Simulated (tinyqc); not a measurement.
# Thermionic-field emission through a Schottky barrier, WKB: contact resistivity against barrier height

Metal on an n-type semiconductor with one parabolic valley; V > 0 is forward bias (metal positive). Energies E are counted from the conduction edge of the neutral semiconductor, whose Fermi level lies at -xi; that of the metal lies at -xi - V. The barrier is a parabola of height Vd = phi - xi - V (depletion approximation, no image force).

Nc = 2 (2 pi me m0 kB T/h^2)^1.5 (times 1e-6 for cm^-3); Nd = Nc F12(-xi/Vt), F12(x) = (2/sqrt(pi)) int_0^infinity sqrt(u)/(1 + exp(u - x)) du; E00 = (hbar/2) sqrt(Nd/(me m0 eps0 eps_r)) in SI units (volts). For E < Vd, ln T(E) = -(Vd/E00) [sqrt(1 - y) - y ln((1 + sqrt(1 - y))/sqrt(y))], y = E/Vd; T(E) = 1 above. J = A* T (q/kB) int_0^infinity T(E) N(E) dE, N = ln[(1 + exp((-xi - E)/Vt))/(1 + exp((-xi - V - E)/Vt))], A* = 4 pi q me m0 kB^2/h^3 (times 1e-4 for A/(cm^2 K^2)). The integral is converged to the digits shown; the share over the barrier is that of E > Vd, and 0 means below 1e-6 %. The contact resistivity is rho_c = 1/(dJ/dV) at V = 0, where N becomes V f/Vt with f = 1/(1 + exp((E + xi)/Vt)).

Parameters, values chosen for the exercise; band and dielectric values those of a made-up semiconductor: temperature T = 300 K; electron mass me = 0.0583 m0; relative permittivity eps_r = 16; donor density Nd = 1.5e19 cm^-3.

Constants: q = 1.602176634e-19 C, kB = 1.380649e-23 J/K, eps0 = 8.8541878128e-12 F/m, hbar = 1.054571817e-34 J s, h = 6.62607015e-34 J s, m0 = 9.1093837015e-31 kg, Vt = kB T/q. Results are converted to the units shown.

Contact resistivity against barrier height:
```
phi (eV),rho_c (ohm cm^2),thermionic Vt exp(phi/Vt)/(A* T^2) (ohm cm^2)
0.15,2.229e-8,1.357e-5
0.29,7.772e-8,0.003052
0.42,2.778e-7,0.4661
0.56,1.187e-6,104.8
0.69,4.826e-6,1.601e4
0.83,2.282e-5,3.599e6
0.96,9.965e-5,5.496e8
1.1,5.009e-4,1.236e11
```

Read the table: what changes, and by how much?

rho_c rises from 2.23e-8 to 5.01e-4 ohm cm^2; between the last two rows it grows by a factor e every 86.7 meV, against E00 coth(E00/Vt) = 74.9 meV and Vt = 25.9 meV for pure emission.

Range of the model: The depletion approximation, a parabolic band and the neglect of image-force lowering make these currents estimates at high doping.

Numbers from tinyqc (`OMP_NUM_THREADS=1 python tinyqc.py 2640134 2640135 out.jsonl`; about 0.03 s on one thread of a shared Intel Xeon 2.30GHz).
